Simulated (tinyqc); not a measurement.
What moves the results: band edges of strained Si(1-x)Ge(x) on relaxed Si(1-y)Ge(y). A value that a table varies takes the place of the one given here.

Values are linear in the Ge fraction but for ED(x) = linear - CD x (1 - x) and a(x) = linear - Ca x (1 - x). Energies are on the common scale of Ev.

Coherent growth on a (111) face: e_par = (a(y) - a(x))/a(x), e_perp = -(2 C11 + 4 C12 - 4 C44)/(C11 + 2 C12 + 4 C44) e_par; exx = eyy = ezz = (2 e_par + e_perp)/3 and exy = eyz = ezx = (e_perp - e_par)/3.

A valley with unit axis u lies at Ev + gap + (av + a_valley) tr(e) + Xu (u.e.u - tr(e)/3); the Delta axes are x, y, z and the L axes [111], [1-1-1], [-11-1], [-1-11]. The second-order shift of the Delta valleys under shear is left out; it lowers the pair normal to the sheared plane by tens of meV at a shear of 1 %.

Valence edges: Ev plus the levels of the 6 x 6 matrix of X, Y, Z times spin with -Dso/3 + l exx + m (eyy + ezz) on the diagonal (cyclic), n exy off it, l = av + 2 b, m = av - b, n = sqrt(3) d. Spin-orbit term (Dso/3) L.sigma on X, Y, Z with (L_k)_ij = -i epsilon_kij: <X+|H|Y+> = -i Dso/3, <X+|H|Z-> = Dso/3, <Y+|H|Z-> = -i Dso/3, <Z+|H|X-> = -Dso/3, <Z+|H|Y-> = i Dso/3, <X-|H|Y-> = i Dso/3, and their conjugates; + and - are the spin along z.

Coherent growth: e_par = (a(y) - a(x))/a(x). (001): e_perp = -2 (C12/C11) e_par; exx = eyy = e_par, ezz = e_perp, no shear. (111): e_perp = -(2 C11 + 4 C12 - 4 C44)/(C11 + 2 C12 + 4 C44) e_par; exx = eyy = ezz = (2 e_par + e_perp)/3 and exy = eyz = ezx = (e_perp - e_par)/3. (110): e_perp = -(C11 + 3 C12 - 2 C44)/(C11 + C12 + 2 C44) e_par; exx = eyy = (e_par + e_perp)/2, ezz = e_par, exy = (e_perp - e_par)/2, eyz = ezx = 0.

Inputs chosen for the exercise (end members near Si and Ge, in this order; not measured data):
- a = (5.437, 5.653) angstrom (lattice constant)
- Dso = (0.044, 0.288) eV (spin-orbit splitting)
- av = (2.49, 1.23) eV (valence hydrostatic potential)
- b = (-2.08, -2.55) eV (tetragonal shear potential)
- d = (-4.8, -5.23) eV (trigonal shear potential)
- C11 = (167.4, 127) GPa
- C12 = (64.2, 48.3) GPa
- C44 = (79, 67.6) GPa
- Ev = (0, 0.63) eV (top of the unstrained valence band)
- ED = (1.15, 0.934) eV (gap to the Delta valleys)
- EL = (1.994, 0.744) eV (gap to the L valleys)
- aD = (1.82, 1.23) eV (hydrostatic potential of the Delta gap)
- aL = (-3.36, -2.9) eV (hydrostatic potential of the L gap)
- XuD = (9.53, 9.64) eV (uniaxial potential, Delta)
- XuL = (16.54, 15.04) eV (uniaxial potential, L)
- CD = 0.206 eV (bowing of the Delta gap)
- Ca = 0.028 angstrom (bowing of the lattice constant)
- face = 111 (growth face)
- y = 0.54 (Ge fraction of the relaxed buffer)
- x = 0.77 (Ge fraction of the layer)

## Composition of the layer

The buffer is kept. dEc = Ec(buffer) - Ec(layer), dEv = Ev(layer) - Ev(buffer); buffer edges Ev(y) and Ev(y) + min(ED, EL). The digit behind Delta or L counts whole valleys.

Results:

| x | e_par (%) | lowest valleys | gap (eV) | next valleys above (meV) | valence splitting (meV) | dEc (eV) | dEv (eV) |
|---|---|---|---|---|---|---|---|
| 0.00 | 2.02 | Delta6 | 1.058 | 359 | 230 | 0.038 | -0.113 |
| 0.14 | 1.52 | Delta6 | 1.033 | 367 | 164 | 0.043 | -0.095 |
| 0.29 | 0.96 | Delta6 | 1.013 | 366 | 96 | 0.038 | -0.069 |
| 0.43 | 0.43 | Delta6 | 0.996 | 353 | 38 | 0.021 | -0.035 |
| 0.57 | -0.12 | Delta6 | 0.969 | 308 | 9 | -0.007 | 0.020 |
| 0.71 | -0.68 | Delta6 | 0.911 | 168 | 48 | -0.046 | 0.117 |
| 0.86 | -1.29 | Delta6 | 0.859 | 9 | 81 | -0.102 | 0.225 |
| 1.00 | -1.88 | L3 | 0.671 | 148 | 108 | -0.018 | 0.329 |

How do the results move?

The gap is 1.058 eV in the first row and 0.671 eV in the last. The lowest valleys change: Delta6 to L3 between x = 0.86 and 1.00. Per 0.1 of x the valence offset moves by +44 meV on average; the conduction offset lies between -102 and +43 meV, not monotonically. Electrons and holes sit on opposite sides in every row (type II). Offsets below about 30 meV are within the spread of parameter sets, so those rows do not settle the type. Strains above 2 % can be kept only in layers of a few nanometres.

## Composition of the buffer

The layer is kept. dEc = Ec(buffer) - Ec(layer), dEv = Ev(layer) - Ev(buffer); buffer edges Ev(y) and Ev(y) + min(ED, EL). The digit behind Delta or L counts whole valleys.

Results:

| y | e_par (%) | lowest valleys | gap (eV) | next valleys above (meV) | valence splitting (meV) | dEc (eV) | dEv (eV) |
|---|---|---|---|---|---|---|---|
| 0.22 | -2.12 | Delta6 | 0.814 | 134 | 104 | -0.128 | 0.381 |
| 0.33 | -1.72 | Delta6 | 0.839 | 125 | 93 | -0.111 | 0.305 |
| 0.44 | -1.31 | Delta6 | 0.865 | 115 | 79 | -0.090 | 0.229 |
| 0.55 | -0.88 | Delta6 | 0.891 | 105 | 60 | -0.064 | 0.153 |
| 0.67 | -0.41 | Delta6 | 0.921 | 94 | 31 | -0.031 | 0.070 |
| 0.89 | 0.50 | L1 | 0.912 | 23 | 44 | 0.009 | -0.039 |
| 1.00 | 0.98 | L1 | 0.794 | 123 | 91 | 0.019 | -0.070 |

How do the results move?

The gap is 0.814 eV in the first row and 0.794 eV in the last, with its largest listed value, 0.921 eV, at y = 0.67: it peaks near the match y = x, since strain of either sign narrows it. The lowest valleys change: Delta6 to L1 between y = 0.67 and 0.89. Per 0.1 of y the valence offset moves by -58 meV on average; the conduction offset lies between -128 and +19 meV. Electrons and holes sit on opposite sides in every row (type II). Offsets below about 30 meV are within the spread of parameter sets, so those rows do not settle the type. Strains above 2 % can be kept only in layers of a few nanometres.

## The same layer on three faces

dEc = Ec(buffer) - Ec(layer), dEv = Ev(layer) - Ev(buffer); buffer edges Ev(y) and Ev(y) + min(ED, EL). The digit behind Delta or L counts whole valleys.

Results:

| face | e_par (%) | lowest valleys | gap (eV) | next valleys above (meV) | valence splitting (meV) | dEc (eV) | dEv (eV) | Delta spread (meV) | L spread (meV) |
|---|---|---|---|---|---|---|---|---|---|
| (001) | -0.92 | Delta4 | 0.840 | 156 | 64 | -0.025 | 0.167 | 156 | 0 |
| (111) | -0.92 | Delta6 | 0.889 | 106 | 62 | -0.067 | 0.160 | 0 | 175 |
| (110) | -0.92 | Delta2 | 0.846 | 65 | 63 | -0.026 | 0.162 | 65 | 138 |

How do the results move?

On (001) only the Delta valleys split (156 meV), on (111) only the L valleys (175 meV), on (110) both (65 and 138 meV). The lowest valleys are Delta4 on (001), Delta6 on (111) and Delta2 on (110); the smallest gap is 0.840 eV on (001) and the largest 0.889 eV on (111).

## What each parameter does

dEc = Ec(buffer) - Ec(layer), dEv = Ev(layer) - Ev(buffer); buffer edges Ev(y) and Ev(y) + min(ED, EL). Each row changes one parameter from the base and keeps the others.

Results:

| case | gap (eV) | valence splitting (meV) | dEc (eV) | dEv (eV) |
|---|---|---|---|---|
| base | 0.8890 | 61.9 | -0.0668 | 0.1600 |
| x = 0.8 | 0.8785 | 68.5 | -0.0779 | 0.1815 |
| y = 0.57 | 0.8964 | 55.6 | -0.0592 | 0.1392 |
| CD = 0.256 eV | 0.8801 | 61.9 | -0.0704 | 0.1600 |
| Dso = (0.051, 0.331) eV | 0.8890 | 63.7 | -0.0668 | 0.1600 |
| aL = (-3.864, -3.335) eV | 0.8890 | 61.9 | -0.0668 | 0.1600 |
| Ev = (0, 0.724) eV | 0.8890 | 61.9 | -0.0885 | 0.1816 |
| b = (-2.392, -2.932) eV | 0.8890 | 61.9 | -0.0668 | 0.1600 |
| C12 = (73.83, 55.545) GPa | 0.8883 | 63.5 | -0.0681 | 0.1620 |

What does this show?

The largest shifts from the base row, up to three for each result and ties (the steps differ in size, so this ranks the rows, not the parameters). gap (eV): x -0.0105, CD -0.0089, y +0.0074; unchanged at the printed digits by Dso, aL, Ev and b. valence splitting (meV): x +6.7, y -6.3, Dso +1.9; unchanged at the printed digits by CD, aL, Ev and b. dEc (eV): Ev -0.0216, x -0.0110, y +0.0076; unchanged at the printed digits by Dso, aL and b. dEv (eV): Ev +0.0216, x +0.0215, y -0.0208; unchanged at the printed digits by CD, Dso, aL and b. The lowest valleys of the layer are Delta6, so among the conduction-band potentials only those of that family reach the gap and dEc; the buffer is unstrained. A shift large enough to swap the lowest family would change that.

Run: tinyqc, `OMP_NUM_THREADS=1 python tinyqc.py 1081396 1081397 out.jsonl`; Intel(R) Xeon(R) Processor @ 2.30GHz, one thread, shared host; about 0.03 s of CPU time with all checks.
